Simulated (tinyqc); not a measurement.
## Conversion gain and read noise from the photon-transfer curve

Question. Temporal variance = CG x mean output + vn^2 (dark signal removed), CG = q As/Cf. Find CG, vn, the read noise in electrons and Cf.

Inputs (values chosen for the exercise):

| symbol | value | unit | meaning |
|---|---|---|---|
| As | 0.87 |  | source-follower gain |

Constants: q = 1.602176634e-19 C. Results are converted to the units shown.

temporal variance at mean outputs of 26 and 150 mV (mV^2): 2.611159676  14.95707505

Answer. Poisson statistics make the slope equal to CG; the intercept is vn^2.

CG = 99.6 uV/electron
vn = 150 uV
read noise = 1.51 electrons
Cf = 1.40 fF

tinyqc, about 0.01 s, one thread, Intel Xeon 2.30GHz (shared host): `OMP_NUM_THREADS=1 python tinyqc.py 2630062 2630063 out.jsonl`
